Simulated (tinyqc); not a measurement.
# Long-channel MOSFET, surface-potential model: two studies

n-channel transistor on a uniformly doped p-type body, gradual-channel approximation, constant mobility, Boltzmann statistics, full ionisation. Potentials are counted from the neutral body; V is the electron quasi-Fermi potential, Vsb at the source and Vsb + Vds at the drain. Charges are magnitudes per area.

Values chosen for this exercise; material values those of a made-up semiconductor:
- T = 400 K (temperature)
- Eg = 1.31 eV (band gap)
- eps_r = 14.7 (relative permittivity of the semiconductor)
- Nc = 5.47e19 cm^-3 (conduction-band density of states at T)
- Nv = 4.08e19 cm^-3 (valence-band density of states at T)
- Na = 9.4e15 cm^-3 (acceptor density of the body)
- eox = 23.9 (relative permittivity of the gate insulator)
- tox = 150 nm (insulator thickness)
- Vfb = -0.88 V (flat-band voltage)
- mu = 240 cm^2/(V s) (channel mobility)
- W = 2 um (gate width)
- L = 5 um (gate length)
- Vsb = 0.3 V (source-body reverse bias)
- Vgs = 1.48 V (gate-source voltage)
- Vds = 1.2 V (drain-source voltage)

Constants: q = 1.602176634e-19 C, kB = 1.380649e-23 J/K, Vt = kB T/q, eps0 = 8.8541878128e-14 F/cm where lengths are in cm. Results are converted to the units shown.

Each table varies one quantity; the others keep the values above.

## Output curve

ni = sqrt(Nc Nv) exp(-Eg/(2 Vt)), Eg in volts; phiF = Vt ln(Na/ni); Cox = eps0 eox/tox; gamma = sqrt(2 q eps0 eps_r Na)/Cox. The surface potential psi at channel potential V solves Vgs + Vsb - Vfb - psi = gamma sqrt(G), G = psi - Vt + Vt exp((psi - 2 phiF - V)/Vt). Charge sheet: Qi = Cox gamma [sqrt(G) - sqrt(psi - Vt)]; I = mu (W/L) [integral of Qi dpsi from psi_0 to psi_L (drift) + Vt (Qi0 - QiL) (diffusion)], with psi_0 at V = Vsb and psi_L at V = Vsb + Vds. Pao-Sah: Qi(V) = (Cox gamma/2) integral from 3 Vt to psi of exp((u - 2 phiF - V)/Vt)/sqrt(G(u, V)) du, and I = mu (W/L) integral of Qi dV from Vsb to Vsb + Vds. Square law: VT = Vfb + 2 phiF + gamma sqrt(2 phiF + Vsb), m = 1 + gamma/(2 sqrt(2 phiF + Vsb)), I = mu Cox (W/L) [(Vgs - VT) v - m v^2/2] with v the smaller of Vds and (Vgs - VT)/m, and zero below VT.

In this table Vgs = 1.48 V.

Output curve:

| Vds (V) | psi_L (V) | QiL (nC/cm^2) | I, charge sheet (uA) | I, Pao-Sah (uA) | I, square law (uA) |
|---|---|---|---|---|---|
| 0.16 | 1.366 | 110.2 | 1.862 | 1.908 | 2.365 |
| 0.34 | 1.534 | 82.24 | 3.499 | 3.586 | 4.519 |
| 0.51 | 1.688 | 56.61 | 4.612 | 4.728 | 6.063 |
| 0.69 | 1.844 | 30.87 | 5.353 | 5.488 | 7.177 |
| 0.86 | 1.972 | 9.885 | 5.672 | 5.816 | 7.738 |
| 1.04 | 2.031 | 0.3038 | 5.733 | 5.878 | 7.847 |
| 1.21 | 2.033 | 0.002315 | 5.734 | 5.879 | 7.847 |
| 1.39 | 2.033 | 1.250e-5 | 5.734 | 5.879 | 7.847 |
| 1.56 | 2.033 | 9.013e-8 | 5.734 | 5.879 | 7.847 |

Read the table: what changes, and by how much?

The Pao-Sah current rises from 1.91 to 5.88 uA, while the charge at the drain end falls from 110 to 9.01e-8 nC/cm^2. The current first comes within 1 % of its last value at Vds = 1.04 V among the rows listed; the square law saturates at (Vgs - VT)/m = 0.975 V. Over the last two rows psi_L moves by less than 1 mV: the drain has lost hold of the surface potential, so the current no longer grows. In the last row the charge sheet is 2.5 % below Pao-Sah and the square law 33 % above it.

## Effect of the acceptor density of the body

VT = Vfb + 2 phiF + gamma sqrt(2 phiF + Vsb), m = 1 + gamma/(2 sqrt(2 phiF + Vsb)). The swing is 20 mV/log10[I(VT - 0.14 V)/I(VT - 0.16 V)] of the charge-sheet current at the given Vds.

Effect of the acceptor density of the body:

| Na (cm^-3) | gamma (V^0.5) | VT (V) | m | swing (mV/decade) | I at Vgs, Vds (uA) |
|---|---|---|---|---|---|
| 3.2e15 | 0.2590 | 0.02035 | 1.133 | 93.16 | 9.337 |
| 5.9e15 | 0.3516 | 0.1603 | 1.177 | 96.89 | 7.372 |
| 1.1e16 | 0.4801 | 0.3414 | 1.236 | 102.0 | 5.168 |
| 2e16 | 0.6474 | 0.5656 | 1.312 | 108.6 | 3.051 |
| 3.8e16 | 0.8924 | 0.8827 | 1.422 | 118.2 | 1.122 |

What does the comparison show?

As Na goes from 3.2e15 to 3.8e16 cm^-3, VT rises from 0.0204 to 0.883 V, the swing rises from 93.2 to 118 mV a decade and the current falls from 9.34 to 1.12 uA. The swing is 3.6 % above m Vt ln 10 in the first row and 4.7 % above it in the last.

Numbers from tinyqc (`OMP_NUM_THREADS=1 python tinyqc.py 2360114 2360115 out.jsonl`; about 0.06 s on one thread of a shared Intel Xeon 2.30GHz).
